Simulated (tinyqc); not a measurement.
Error of the time step: velocity overshoot from momentum and energy balance equations after a field step. Computed by tinyqc, a small Python program. Command: `OMP_NUM_THREADS=1 python tinyqc.py 3013405 3013406 out.jsonl overshoot walk`. One thread of a shared host (Intel(R) Xeon(R) Processor @ 2.30GHz), about 0.02 s of CPU time with the checks.

At t = 0 the field jumps from 0 to F in a uniform sample. v is the drift velocity and u = w - (3/2) k_B T the excess energy per carrier.

Inputs (values chosen for the exercise, modelled on electrons in strained silicon except for tau_E):

| quantity | value | unit |
|---|---|---|
| effective mass m | 0.2 | m_0 |
| low-field mobility mu_0 | 2400 | cm^2/(V s) |
| saturation velocity v_s | 1.1 | 1e7 cm/s |
| energy relaxation time tau_E | 0.51 | ps |
| field after the step F | 11 | kV/cm |
| lattice temperature T | 300 | K |
| time step dt | 12 | fs |

Scheme: explicit Euler.

Constants: m_0 = 9.1093837015e-31 kg; e = 1.602176634e-19 C; k_B = 8.617333262e-05 eV/K.

Method:
- dv/dt = e F/m - v/tau_m(u), du/dt = e F v - u/tau_E, tau_m(u) = tau_0/(1 + c u), tau_0 = m mu_0/e, c = mu_0/(e tau_E v_s^2); this choice gives the steady state v (1 + mu_0 F v/v_s^2) = mu_0 F, which saturates at v_s. Steady velocity v = 2 mu_0 F/(1 + sqrt(1 + 4 (mu_0 F/v_s)^2)); u = e F v tau_E; carrier temperature T + 2u/(3 k_B), neglecting the drift energy m v^2/2.
- Step: v_new = v + dt (e F/m - v/tau_m(u)), u_new = u + dt (e F v - u/tau_E). Start v = u = 0; the distance adds dt (v + v_new)/2.
- The peak velocity is recomputed with dt/2 and dt/4 and by an adaptive Runge-Kutta method (tolerance 1e-9).

tau_0 = 272.910 fs

acceleration e F/m = 0.00967351 1e7 cm/s per fs

c = 38.8916 1/eV

steady velocity = 0.894451 1e7 cm/s

Peak velocity:

| step | v_peak (1e7 cm/s) | error (%) |
|---|---|---|
| dt | 1.3837 | 2.1699 |
| dt/2 | 1.3686 | 1.0541 |
| dt/4 | 1.3614 | 0.5202 |
| adaptive | 1.3544 | 0.0000 |

What does the comparison show, and why?

The explicit scheme puts the peak 2.17 % too high; halving dt divides the error by 2.06, as a first-order method should.

Extremes, crossings and ranges named in words are read from the listed rows.
